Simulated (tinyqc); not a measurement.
Changing the temperature T: formation energy of a charged point defect from supercell energies. Computed by tinyqc, a small Python program. Command: `OMP_NUM_THREADS=1 python tinyqc.py 3010601 3010602 out.jsonl formation sweep`. One thread of a shared host (Intel(R) Xeon(R) Processor @ 2.30GHz), about 0.01 s of CPU time with the checks.

The host is a compound AB. Making the defect adds n_A = 0, n_B = -1, n_X = 1 atoms to the cell. All total energies are inputs. E_F is counted from the valence-band maximum (VBM); x = 0 is A-rich and x = 1 B-rich growth.

Inputs (values chosen for the exercise, for a model compound AB): gap E_g = 1.55 eV; E_VBM of the host cell = 1.628 eV; potential alignment dV = 0.11 eV; dielectric constant eps = 10.9; cell length L = 12 angstrom; mu_B of the pure element = -2.392 eV; formation enthalpy dH of AB = -0.972 eV; growth condition x = 0.77; Fermi level E_F = 1.04 eV; site density N_s = 4.7e+22 cm^-3; mu_X of the pure element = -4.481 eV; formation enthalpy of AX = -0.6 eV.

Defect: impurity X on a B site. Supercell lattice: fcc.

charge states q: [1, 0, -1, -2]

E(defect, q) - E(host), in the order of q (eV): [-0.636, 1.77, 4.3, 6.577]

Constants: e^2/(4 pi eps_0) = 14.39964548 eV angstrom; k_B = 8.617333262e-05 eV/K.

Method:
- dmu_A = x dH and dmu_B = (1 - x) dH, so that dmu_A + dmu_B = dH; mu = mu(element) + dmu. The impurity is held at its solubility limit: dmu_X = min(0, dH(AX) - dmu_A).
- The reservoir term is sum n_i mu_i.
- Image-charge correction of a point charge in a neutralising background: E_corr = q^2 alpha e^2/(4 pi eps_0) / (2 eps L), alpha = 2.888282 for a fcc array with L the cube root of the volume.
- E_f(q, E_F) = [E(defect, q) - E(host)] - sum n_i mu_i + q (E_VBM + dV + E_F) + E_corr(q).
- E_f(q, E_F) = E_f(q, 0) + q E_F.
- c_q = N_s exp(-E_f(q, E_F)/k_B T), with all degeneracy factors one and no vibrational entropy.

One run for each value:
```
temperature T (K)  total concentration (cm^-3)  mean charge (e)
500                                 2.4222e-13          -1.5639
643                                 2.0603e-05          -1.4894
786                                 2.3080e+00          -1.4294
929                                 7.2614e+03          -1.3809
1070                                2.4907e+06          -1.3413
1210                                2.1393e+08          -1.3082
1360                                9.1521e+09          -1.2776
1500                                1.5503e+11          -1.2526
```

Over the rows, total concentration (cm^-3) rises from 2.42e-13 to 1.55e11 (exponent d ln y / d ln x 73 between the first rows and 29 between the last); mean charge (e) rises from -1.56 to -1.25 (exponent d ln y / d ln x about -0.20 throughout). A line through ln c against 1/(k_B T) has slope -3.543 eV, minus the formation energy averaged over the charge states present.

Caution (all rows): the largest image-charge correction in these energies, q^2 alpha e^2/(8 pi eps_0 eps L) with alpha = 2.888282, exceeds a quarter of the gap; the point-charge term alone is then a rough estimate, usually too large for a charge that is spread out.

Extremes, crossings and ranges named in words are read from the listed rows.
